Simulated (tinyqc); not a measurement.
# Threshold of a short bulk MOSFET: charge sharing, barrier lowering, narrow width: effects of single changes

n-channel device on a p-type body, depletion approximation, full ionisation. Uniform doping N = Na. Vbi from Boltzmann statistics is rough for the degenerate source. Cox = eps0 eox/tox.

Inputs (values chosen for the exercise); band and dielectric values close to those of silicon:
- T = 350 K (temperature)
- Eg = 1.13 eV (band gap)
- eps_r = 11.7 (relative permittivity)
- Nc = 3.59e19 cm^-3 (conduction-band density of states at T)
- Nv = 3.35e19 cm^-3 (valence-band density of states at T)
- eox = 3.9 (relative permittivity of the gate insulator (close to silicon dioxide))
- tox = 1.3 nm (insulator thickness)
- Na = 3.5e17 cm^-3 (channel doping)
- Nsd = 1e20 cm^-3 (source and drain doping)
- Vfb = -0.72 V (flat-band voltage for the doping Na)
- xj = 55 nm (junction depth)
- Vbs = 0 V (body-source voltage)
- Vds = 1.2 V (drain-source voltage)
- W = 1100 nm (gate width)
- xw = 1.5708 (shape factor of the fringing depletion at the width edges)
- L = 120 nm (channel length)

Constants: q = 1.602176634e-19 C, kB = 1.380649e-23 J/K, Vt = kB T/q, eps0 = 8.8541878128e-14 F/cm where lengths are in cm. Results are converted to the units shown.

Each table varies one quantity; the others keep the values above.

## Threshold roll-off against channel length

ni = sqrt(Nc Nv) exp(-Eg/(2 Vt)), Eg in volts; 2 pB = 2 Vt ln(N/ni); flat band Vfb - Vt ln(N/Na); Wd = sqrt(2 eps0 eps_r (2 pB - Vbs)/(q N)); body term q N Wd/Cox; long-channel VT0 = flat band + 2 pB + body term; Vbi = Vt ln(N Nsd/ni^2); scale length l = sqrt((eps_r/eox) tox Wd). Charge sharing (trapezoid; it ignores Vds): F = (xj/L)(sqrt(1 + 2 Wd/xj) - 1), lowering = body term times F. Barrier lowering: th = exp(-L/(2 l)) + 2 exp(-L/l), lowering = th [2 (Vbi - 2 pB) + Vds], DIBL = th. Narrow width: rise = body term times xw Wd/W. VT by each model = VT0 - lowering + rise. DIBL under 0.001 mV/V is printed as 0.

The same in every row: N (cm^-3) = 3.500e17; VT0 (V) = 0.2513.

Threshold roll-off against channel length:

| L (nm) | L/l | F | DIBL (mV/V) | VT, charge sharing (V) | VT, barrier lowering (V) |
|---|---|---|---|---|---|
| 68 | 4.596 | 0.6017 | 120.6 | 0.1895 | 0.07483 |
| 98 | 6.624 | 0.4175 | 39.11 | 0.2113 | 0.2005 |
| 140 | 9.462 | 0.2922 | 8.972 | 0.2261 | 0.2469 |
| 200 | 13.52 | 0.2046 | 1.163 | 0.2365 | 0.2590 |
| 290 | 19.60 | 0.1411 | 0.05545 | 0.2440 | 0.2607 |
| 430 | 29.06 | 0.09515 | 0 | 0.2495 | 0.2608 |
| 610 | 41.23 | 0.06707 | 0 | 0.2528 | 0.2608 |
| 890 | 60.15 | 0.04597 | 0 | 0.2553 | 0.2608 |

Read the table: what changes, and by how much?

VT by barrier lowering rises from 0.0748 to 0.261 V and VT by charge sharing rises from 0.189 to 0.255 V. DIBL is under 100 mV/V from L = 98 nm on among the rows (th = 0.1 at L/l = 4.92). For L = 68 F exceeds 0.5: the shares of source and drain overlap, and the trapezoid formula no longer holds.

## Effect of the junction depth

Same model as above.

The same in every row: N (cm^-3) = 3.500e17; VT0 (V) = 0.2513; L/l = 8.110; DIBL (mV/V) = 17.93; VT, barrier lowering (V) = 0.2331.

Effect of the junction depth:

| xj (nm) | F | VT, charge sharing (V) |
|---|---|---|
| 5 | 0.1601 | 0.2418 |
| 8.5 | 0.1962 | 0.2375 |
| 14 | 0.2337 | 0.2331 |
| 24 | 0.2766 | 0.2280 |
| 41 | 0.3189 | 0.2230 |
| 70 | 0.3579 | 0.2183 |
| 120 | 0.3912 | 0.2144 |
| 200 | 0.4159 | 0.2115 |

As xj goes from 5 to 200, VT0 stays at 0.251 V, DIBL stays at 17.9 mV/V, F rises from 0.160 to 0.416 and VT by barrier lowering stays at 0.233 V. The junction depth enters only the charge-sharing model.

Program tinyqc, `OMP_NUM_THREADS=1 python tinyqc.py 2002104 2002105 out.jsonl`; Intel Xeon 2.30GHz, shared host, one thread, about 0.01 s.
